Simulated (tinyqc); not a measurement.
Worked calculation: charge neutrality level from zone-averaged pseudopotential bands. Values are carried at full precision from step to step, so a last printed digit may differ when a step is redone from the rounded ones.

Empirical pseudopotential on the fcc lattice, atoms at +/- tau, tau = a (1,1,1)/8, no spin-orbit coupling. H(G,G') = c (2 pi/a)^2 |k + G|^2 delta + VS(q) cos(q.tau) + i VA(q) sin(q.tau), q = G - G', c = hbar^2/2m0; k and G in units of 2 pi/a; VS at |q|^2 = 3, 8, 11 and VA at 3, 4, 11, in rydberg, zero elsewhere. At each k the basis holds all G with |k + G|^2 up to 16; energies are counted from the fourth level at Gamma.

Mesh: k = sum_i (n_i + 1/2)/N b_i, n_i = 0 ... N - 1, b = (-1,1,1), (1,-1,1), (1,1,-1); points with the same sorted |kx|, |ky|, |kz| after folding to the shortest k + G are joined, with their count as weight. Neutrality (branch-point) level: E_N = (1/2) mean over k of [E5 + (E3 + E4)/2], E_n the n-th level from below.

Constants: hbar^2/2m0 = 3.80998211 eV angstrom^2; Ry = 13.60569312 eV.

Parameters, chosen for this exercise (classic local form factors of the size used for InAs, without spin-orbit coupling; the results hold for these values, not for the real material): a = 6.053 angstrom (lattice constant); VS = (-0.223, -0.001, 0.05) Ry (symmetric form factors); VA = (0.079, 0.051, 0.031) Ry (antisymmetric form factors); mesh = 3 (points along each reciprocal vector).

## Levels on the mesh

Diagonalise at each joined point.

Levels (eV):
```
kx          ky      kz  weight       E3       E4      E5      E6
0.1667  0.1667  0.1667       2  -0.2015  -0.2015  1.8698  4.8193
0.5000  0.1667  0.1667       6  -1.1503  -0.9519  2.9548  4.2617
0.5000  0.5000  0.1667       6  -1.8543  -0.7173  2.8829  4.9214
0.5000  0.5000  0.5000       1  -0.6869  -0.6869  1.5414  5.0422
0.8333  0.1667  0.1667       6  -2.1346  -1.5042  2.5521  3.8722
0.8333  0.5000  0.1667       6  -2.4475  -1.5395  4.0470  4.5103
```

## Gaps

Level 5 at Gamma, at the lowest of (f,0,0) with f = 0.8, 0.85, 0.9, 1, and at (1/2,1/2,1/2).

gaps to Gamma, Delta/X, L (eV): 0.3902  2.1169  1.5414

## The neutrality level

Energies are counted from the valence top at Gamma. E_N = (1/2) weighted mean of [E5 + (E3 + E4)/2]. Compare with half the smallest indirect gap, min(Delta/X, L)/2, and give the barrier for electrons in the limit of full pinning, min(gaps) - E_N.

mean of E5 = 2.9593 eV
mean of (E3 + E4)/2 = -1.4070 eV
E_N = 0.7762 eV
half the indirect gap = 0.7707 eV
pinned barrier for electrons = -0.3860 eV

E_N lies above the conduction edge by 0.386 eV, since the narrow lowest valley has little weight in the zone mean; surfaces then accumulate electrons. The two estimates differ by 0.01 eV; both rules are good to a few tenths of an eV only, so a position within that distance of a band edge or of mid-gap is not settled. Local form factors place the indirect gaps only to a few tenths of an eV, and E_N moves with them. Spin-orbit coupling, left out, would lift the valence top by a third of its splitting.

## Checks

- Sum of the weights against N^3: both 27.

Run: tinyqc, `OMP_NUM_THREADS=1 python tinyqc.py 1850487 1850488 out.jsonl`; Intel(R) Xeon(R) Processor @ 2.30GHz, one thread, shared host; about 0.08 s of CPU time with all checks.
